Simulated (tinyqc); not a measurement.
Gate-all-around wire, scale length and short-channel effects: effect of the wire diameter.

A round wire of diameter ts in an insulator shell of thickness ti under a surrounding gate. Below threshold the potential that source and drain add obeys Laplace's equation and vanishes on the gate. Its lowest mode decays along the channel as exp(-k y); k is the smallest positive root of the matching condition at the interface, and the scale length is Lambda = pi/k.

k is the smallest positive root of f(k) = ei J0(u)[J1(u) Y0(v) - Y1(u) J0(v)] - eps_r J1(u)[J0(u) Y0(v) - Y0(u) J0(v)], u = k ts/2, v = u + k ti. Along the channel psi(y) = s + a exp(y/l) + b exp(-y/l) with psi(0) = Vbi, psi(L) = Vbi + Vds and l = 1/k = Lambda/pi; with A = Vbi - s, B = A + Vds, x = exp(-L/l): a = (B - A x) x/(1 - x^2), b = (A - B x)/(1 - x^2). The minimum is s + 2 sqrt(a b), at y = (l/2) ln(b/a). The long-channel potential follows the gate as s = sT + (Vg - VTL)/m, and the threshold VT is the gate voltage at which the minimum equals sT. Swing = m Vt ln 10/g at threshold, g = d(minimum)/ds = 1 - (b x + a)/((1 + x) sqrt(a b)). DIBL = [VT(0.05 V) - VT(Vds)]/(Vds - 0.05 V). sT and Vbi are held fixed; m = 1.

Inputs (values chosen for the exercise); permittivities: semiconductor close to that of silicon, insulator close to that of aluminium oxide:
- T = 300 K (temperature)
- eps_r = 11.7 (relative permittivity of the semiconductor)
- ei = 8.86 (relative permittivity of the insulator)
- ti = 5 nm (insulator thickness)
- L = 42 nm (channel length)
- Vbi = 0.94 V (potential of the source)
- sT = 0.42 V (potential of the barrier top at threshold)
- Vds = 0.8 V (drain voltage)

Constants: q = 1.602176634e-19 C, kB = 1.380649e-23 J/K, Vt = kB T/q. Results are converted to the units shown.

Result of one run:

| Lambda (nm) | L/Lambda | VT - VTL at Vds (mV) | DIBL (mV/V) | swing (mV/decade) |
|---|---|---|---|---|
| 9.9048 | 4.2404 | -2.1273 | 0.97304 | 59.696 |

Which wire diameter ts gave this result: 4.5, 5.7, 7 or 11 nm?

ts = 4.5 nm.

The whole series:

| ts (nm) | Lambda (nm) | L/Lambda | VT - VTL at Vds (mV) | DIBL (mV/V) | swing (mV/decade) |
|---|---|---|---|---|---|
| 3.6 | 9.2001 | 4.5652 | -1.2757 | 0.58340 | 59.628 |
| 4.5 | 9.9048 | 4.2404 | -2.1273 | 0.97304 | 59.696 |
| 5.7 | 10.840 | 3.8745 | -3.7879 | 1.7333 | 59.828 |
| 7 | 11.842 | 3.5467 | -6.3598 | 2.9121 | 60.033 |
| 8.8 | 13.204 | 3.1808 | -11.375 | 5.2149 | 60.431 |
| 11 | 14.832 | 2.8316 | -19.904 | 9.1428 | 61.107 |
| 14 | 16.998 | 2.4709 | -35.783 | 16.494 | 62.358 |

As ts goes from 3.6 to 14 nm, Lambda rises from 9.20 to 17.0 nm, DIBL rises from 0.583 to 16.5 mV/V and the swing rises from 59.6 to 62.4 mV a decade. On average Lambda goes as ts^(0.45). At ts = 3.6 nm the semiconductor is under 4 nm thick, where quantum confinement shifts the threshold.

Numbers from tinyqc (`OMP_NUM_THREADS=1 python tinyqc.py 2420064 2420065 out.jsonl`; about 0.01 s on one thread of a shared Intel Xeon 2.30GHz).
